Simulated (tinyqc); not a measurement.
# Doping and voltage from widths and field

Question. In the depletion approximation an abrupt p-n junction has a triangular field: peak E = q Nd xn/(eps0 eps_r) = q Na xp/(eps0 eps_r), W = xn + xp, and Vbi - V = E W/2. Find Nd, Na and Vbi - V.

Inputs (values chosen for the exercise):

| symbol | value | unit | meaning |
|---|---|---|---|
| eps_r | 9.84 |  | relative permittivity |

Constants: q = 1.602176634e-19 C, eps0 = 8.8541878128e-14 F/cm where lengths are in cm. Results are converted to the units shown.

W = 1784.2585 nm
peak field = 113.15301 kV/cm
xn = 741.34686 nm

Solution. Gauss's law on each side gives its doping from the peak field and its width; the voltage is the area of the triangle.

Nd = 8.300e15 cm^-3
Na = 5.900e15 cm^-3
Vbi - V = 10.09 V

Program tinyqc, `OMP_NUM_THREADS=1 python tinyqc.py 2000157 2000158 out.jsonl`; Intel Xeon 2.30GHz, shared host, one thread, about 0.02 s.
